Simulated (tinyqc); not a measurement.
From one set of inputs to another, one input at a time: sputter depth profiling of a dopant layer: erosion rate, quantification and the mixing-roughness response. Computed by tinyqc, a small Python program. Command: `OMP_NUM_THREADS=1 python tinyqc.py 3002288 3002289 out.jsonl sims ladder`. One thread of a shared host (Intel(R) Xeon(R) Processor @ 2.30GHz), about 0.3 s of CPU time with the checks.

A rastered ion beam erodes silicon (49.94 atoms per nm^3). The measured profile is the true one convolved with a depth response.

The inputs printed are set A. Inputs not listed in the table keep their values of set A, so the rows need not describe a real material.

Inputs (values chosen for the exercise, modelled on a dopant in silicon under an oxygen or caesium beam): beam energy E = 6.1 keV; beam current = 300 nA; raster side = 500 um; sputter yield at 1 keV = 1.1; mixing length at 1 keV = 2.2 nm; roughness sigma = 0.78 nm; depth of the top edge z0 = 39 nm; box width b = 18 nm; box concentration C = 3.2e+19 1/cm^3; relative sensitivity factor RSF = 7.3e+21 1/cm^3; matrix count rate = 2.4e+06 1/s; background count rate = 6.1 1/s; counting time per point = 1 s; level that defines the junction C_B = 2e+16 1/cm^3.

True profile: box.

Constants: e = 1.602176634e-19 C.

Method:
- Scaling chosen for the exercise: yield Y = Y1 E^0.5, mixing length w = w1 E^0.5 (E in keV).
- Erosion rate = Y I/(e x raster^2 x density); depth step = rate x counting time; concentration = RSF x counts/matrix counts; detection limit = RSF x 3 sqrt(background x time)/(matrix rate x time).
- Mixing alone turns a layer at z0 into (1/w) exp(-(z - z0 + w)/w) for z > z0 - w; roughness adds a Gaussian of width sigma. With x = z - z0 + w: g(x) = (1/(2w)) exp(sigma^2/(2 w^2) - x/w) erfc((sigma/w - x/sigma)/sqrt2), and its integral G(x) = (1/2) erfc(-x/(sigma sqrt2)) - w g(x). Measured: C [G(x) - G(x - b)].
- Find the maximum, the full width at half maximum and the deep point where the profile falls to C_B; far down, the trailing edge decays by w ln(10) per decade.

Each row keeps all changes above it:
```
input moved                                      from       to  full width at half maximum (nm)  peak concentration (1/cm^3)  apparent junction depth (nm)
set A                                               -        -                            18.34                    3.042e+19                          91.5
beam current (nA)                                 300       24                            18.34                    3.042e+19                          91.5
roughness sigma (nm)                             0.78     0.52                            18.28                    3.057e+19                          91.5
box concentration C (1/cm^3)                  3.2e+19  3.9e+20                            18.28                    3.726e+20                         105.1
level that defines the junction C_B (1/cm^3)    2e+16    3e+17                            18.28                    3.726e+20                          90.3
mixing length at 1 keV (nm)                       2.2      1.9                            18.16                    3.791e+20                          85.9
beam energy E (keV)                               6.1      5.3                            18.12                    3.815e+20                          83.9
box width b (nm)                                   18      5.6                             7.07                    2.655e+20                          70.2
```

Full width at half maximum goes from 18.3 to 7.07, a factor 0.386 in all. The largest single move comes from box width b (a factor 0.390). Peak concentration goes from 3.04e19 to 2.66e20, a factor 8.73 in all. The largest single move comes from box concentration C (a factor 12.2), and box width b works against it (a factor 0.696). Apparent junction depth goes from 91.5 to 70.2, a factor 0.767 in all. The largest single move comes from box width b (a factor 0.836), and box concentration C works against it (a factor 1.15). The single moves hold for this order of the switches; the total does not depend on the order.

Caution (rows set A, beam current, roughness sigma, box concentration C): C_B lies below the detection limit, so this point could not be measured.

Extremes, crossings and ranges named in words are read from the listed rows.
